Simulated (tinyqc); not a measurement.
Slope factor and drain-induced lowering from three currents.

Question. With source and body at 0 V, I = A exp((Vg + dd Vd)/(nf Vt)) (1 - exp(-Vd/Vt)). Find nf, the swing nf Vt ln 10 and dd.

Values chosen for this exercise:
- T = 300 K (temperature)

Constants: q = 1.602176634e-19 C, kB = 1.380649e-23 J/K, Vt = kB T/q. Results are converted to the units shown.

currents at (Vg, Vd) = (0, 0.05), (0, 1.1) and (0.12, 1.1) V (nA/um): 0.0022204824  0.069897752  1.6090347

Answer. The pair at equal Vd gives nf; the pair at equal Vg, after dividing out the factors 1 - exp(-Vd/Vt), gives dd.

nf = 1.480
swing = 88.10 mV/decade
dd = 0.1200

tinyqc, about 0.04 s, one thread, Intel Xeon 2.30GHz (shared host): `OMP_NUM_THREADS=1 python tinyqc.py 2242134 2242135 out.jsonl`
